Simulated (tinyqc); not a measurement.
Worked calculation: ROHF in the sto-6g basis, for BeH, spin multiplicity 2. Computed by tinyqc, a small Python program that keeps every step (integrals from PySCF). Settings: charge = 0, multiplicity = 2, basis = sto-6g, energy threshold = 1e-09, iteration cap = 76, orthogonalisation = symmetric, start = Wolfsberg-Helmholz matrix, DIIS depth = 0, method = ROHF. Command: `OMP_NUM_THREADS=1 python tinyqc.py 30914 30915 out.jsonl` (the two numbers bound the seeds that draw the settings). One thread of a shared host (Intel(R) Xeon(R) Processor @ 2.60GHz), about 0.1 s of CPU time with the checks.

Geometry (angstrom):
```
atom        x        y        z
Be    0.00000  0.00000  0.00000
H     0.00000  0.00000  2.57600
```

Stop when the energy changes by less than 1e-09 hartree and every element of the error matrix X^T (F D S - S D F) X is below 9e-06.

Course of the cycle:
```
iteration  E (hartree)     change  largest element of the error matrix
1          -14.3618802          -                             4.03e-01
2          -14.5271221  -1.65e-01                             1.09e-01
3          -14.7133453  -1.86e-01                             2.08e-01
4          -14.8114662  -9.81e-02                             1.25e-01
5          -14.8660735  -5.46e-02                             1.62e-01
6          -14.8763528  -1.03e-02                             1.22e-01
7          -14.9096543  -3.33e-02                             1.30e-01
8          -14.9367970  -2.71e-02                             9.39e-02
9          -14.9656344  -2.88e-02                             5.76e-02
10         -14.9719040  -6.27e-03                             1.54e-02
11         -14.9721987  -2.95e-04                             1.36e-02
12         -14.9721631   3.57e-05                             1.54e-02
13         -14.9723423  -1.79e-04                             1.30e-02
14         -14.9722863   5.60e-05                             1.42e-02
...                ...        ...                                  ...
63         -14.9728633  -2.75e-06                             3.00e-03
64         -14.9728636  -2.60e-07                             3.01e-03
65         -14.9728660  -2.42e-06                             2.85e-03
66         -14.9728663  -2.83e-07                             2.86e-03
67         -14.9728684  -2.13e-06                             2.71e-03
68         -14.9728687  -2.96e-07                             2.71e-03
69         -14.9728706  -1.87e-06                             2.58e-03
70         -14.9728709  -3.02e-07                             2.57e-03
71         -14.9728725  -1.65e-06                             2.45e-03
72         -14.9728728  -3.03e-07                             2.44e-03
73         -14.9728743  -1.46e-06                             2.33e-03
74         -14.9728746  -3.00e-07                             2.32e-03
75         -14.9728759  -1.29e-06                             2.22e-03
76         -14.9728762  -2.93e-07                             2.21e-03
```

Can the last value be used, and what does the course show?

Not by the stop rule, although the second column moves by less than 1e-05 over the last three steps. Not converged within the cap of 76 iterations: the residual falls in a zigzag, on average by a factor of about 0.98 a step. Reruns (cap 100 unless said): DIIS 8: not converged; atomic densities as start, DIIS 8: converged in 12; the original settings with a cap of 400: converged in 295. PySCF ROHF in the same basis = -14.9728909 hartree.
